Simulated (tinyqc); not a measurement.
# Thermionic-field emission through a Schottky barrier, WKB, step by step

tinyqc, about 0.06 s, one thread, Intel Xeon 2.30GHz (shared host): `OMP_NUM_THREADS=1 python tinyqc.py 2640126 2640127 out.jsonl` Printed values are rounded.

Metal on an n-type semiconductor with one parabolic valley; V > 0 is forward bias (metal positive). Energies E are counted from the conduction edge of the neutral semiconductor, whose Fermi level lies at -xi; that of the metal lies at -xi - V. The barrier is a parabola of height Vd = phi - xi - V (depletion approximation, no image force).

Values chosen for this exercise; band and dielectric values close to those of cadmium telluride:
```
symbol   value   unit                             meaning
T          200      K                         temperature
me      0.0999     m0                       electron mass
eps_r       10                      relative permittivity
phi       1.04     eV  barrier height seen from the metal
Nd      3.8e17  cm^-3                       donor density
V         0.23      V                                bias
nE          13                  points of the energy grid
Eb        0.92     eV        upper end of the energy grid
```

Constants: q = 1.602176634e-19 C, kB = 1.380649e-23 J/K, hbar = 1.054571817e-34 J s, h = 6.62607015e-34 J s, m0 = 9.1093837015e-31 kg, Vt = kB T/q, eps0 = 8.8541878128e-14 F/cm where lengths are in cm. Results are converted to the units shown.

Range of the model: The depletion approximation, a parabolic band and the neglect of image-force lowering make these currents estimates at high doping.

## Fermi level, barrier and E00

Nc = 2 (2 pi me m0 kB T/h^2)^1.5 (times 1e-6 for cm^-3); Nd = Nc F12(-xi/Vt), F12(x) = (2/sqrt(pi)) int_0^infinity sqrt(u)/(1 + exp(u - x)) du; E00 = (hbar/2) sqrt(Nd/(me m0 eps0 eps_r)) in SI units (volts). W = sqrt(2 eps0 eps_r Vd/(q Nd)).

Nc = 4.31304e17 cm^-3
xi = -0.00312142 eV
Vd = 0.813121 V
W = 48.6318 nm
E00 = 11.4508 meV
E00/Vt = 0.664406

By a common rule of thumb, E00/Vt below 0.5 marks thermionic emission, 0.5 to 5 thermionic-field emission and above 5 field emission. By that rule alone: thermionic-field emission; with a high barrier, tunnelling near its top can carry most of the current even below 0.5.

## Current density on a coarse grid

For E < Vd, ln T(E) = -(Vd/E00) [sqrt(1 - y) - y ln((1 + sqrt(1 - y))/sqrt(y))], y = E/Vd; T(E) = 1 above. J = A* T (q/kB) int_0^infinity T(E) N(E) dE, N = ln[(1 + exp((-xi - E)/Vt))/(1 + exp((-xi - V - E)/Vt))], A* = 4 pi q me m0 kB^2/h^3 (times 1e-4 for A/(cm^2 K^2)). Simpson's rule on nE equally spaced points from 0 to Eb.

```
point    E (eV)         T(E)            N       T(E) N
0      0.000000  1.44805e-31     0.787796  1.14076e-31
1      0.076667  1.06710e-24    0.0139224  1.48566e-26
2      0.153333  6.40110e-20   1.63980e-4  1.04965e-23
3      0.230000  5.53862e-16   1.91827e-6  1.06246e-21
4      0.306667  1.25524e-12   2.24386e-8  2.81658e-20
5      0.383333  9.75895e-10  2.62471e-10  2.56144e-19
6      0.460000   3.00485e-7  3.07019e-12  9.22547e-19
7      0.536667   3.95228e-5  3.59129e-14  1.41938e-18
8      0.613333   0.00227980  4.20084e-16  9.57706e-19
9      0.690000    0.0561481  4.91384e-18  2.75903e-19
10     0.766667     0.519946  5.74786e-20  2.98857e-20
11     0.843333            1  6.72343e-22  6.72343e-22
12     0.920000            1  7.86459e-24  7.86459e-24
```

J = 8.32346e-12 A/cm^2

The integrand peaks at E = 0.537 eV among these points, 0.66 of the barrier height. A converged quadrature gives 8.313e-12 A/cm^2 (this grid is 0.13 % above that), of which 0.022 % passes over the barrier.
